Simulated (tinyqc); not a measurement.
Resistance of a source-drain extension with a graded tip: two steps of the calculation.

y runs along the channel, the gate covers y > 0. The doping is N0 for y < y0 and N0 10^(-(y - y0)/la) beyond, uniform over the depth xj. Sheet conductance s(y) = q mu(N) max(N - Nch, 0) xj + (for y > 0) ma Cox Vo, with mu(N) = u0 + (u1 - u0)/(1 + (N/Nr)^au) and Cox = eps0 eox/tox. Current is taken as one-dimensional; depletion of the tip, spreading and the contact are left out. The metallurgical junction lies at yj, where N = Nch.

Parameters, values chosen for the exercise; mobility law close to that of electrons in silicon:
```
symbol   value        unit                                                                 meaning
eox        3.9              relative permittivity of the gate insulator (close to silicon dioxide)
tox        2.4          nm                                                     insulator thickness
N0      1.6e20       cm^-3                        active doping of the extension far from the gate
la           2   nm/decade                                                      lateral abruptness
y0        -0.8          nm          position under the gate where the fall begins (gate edge at 0)
xj          30          nm                                                  depth of the extension
Nch     3.9e17       cm^-3                                                          channel doping
Vo        0.51           V                                                          gate overdrive
ma         190  cm^2/(V s)                                      mobility of the gate-induced layer
u1        1414  cm^2/(V s)                                                  mobility at low doping
u0        68.5  cm^2/(V s)                                                 mobility at high doping
Nr      9.2e16       cm^-3                                                        reference doping
au       0.711                                                                            exponent
Lg          45          nm                                                             gate length
```

Constants: q = 1.602176634e-19 C, eps0 = 8.8541878128e-14 F/cm where lengths are in cm. Results are converted to the units shown.

Task 1. Sheet resistances and junction position. yj = y0 + la log10(N0/Nch); sheet resistance of the full extension 1/[q mu(N0)(N0 - Nch) xj] and of the gate-induced layer 1/(ma Cox Vo); metallurgical length Lg - 2 yj; ye is where the doped and the gate-induced conductances are equal.

Wanted: yj; sheet resistance of the extension; sheet resistance of the induced layer; metallurgical length; ye; N at ye.

Result 1.

yj = 4.426 nm
sheet resistance of the extension = 173.5 ohm/square
sheet resistance of the induced layer = 7173 ohm/square
metallurgical length = 36.15 nm
ye = 3.135 nm
N at ye = 1.724e18 cm^-3

The gate takes over 1.29 nm before the junction, where N is still 4.42 times the channel doping.

Task 2. Resistance of the overlapped part. Midpoint rule on 8 equal steps from 0 to yj: R_ov = sum h/s(y), per width.

Give: y; N; doped conductance; sheet resistance; R_ov.

Result 2.

```
point  y (nm)  N (cm^-3)  doped conductance (uS)  sheet resistance (ohm/square)
0      0.2766   4.632e19                    1864                          499.1
1      0.8299   2.450e19                    1082                          818.4
2       1.383   1.296e19                   648.0                           1270
3       1.936   6.853e18                   399.1                           1857
4       2.490   3.625e18                   249.5                           2571
5       3.043   1.917e18                   152.5                           3426
6       3.596   1.014e18                   82.54                           4505
7       4.149   5.363e17                   25.83                           6052
```

R_ov = 11.62 ohm um

Numbers from tinyqc (`OMP_NUM_THREADS=1 python tinyqc.py 2282281 2282282 out.jsonl`; about 0.03 s on one thread of a shared Intel Xeon 2.30GHz).
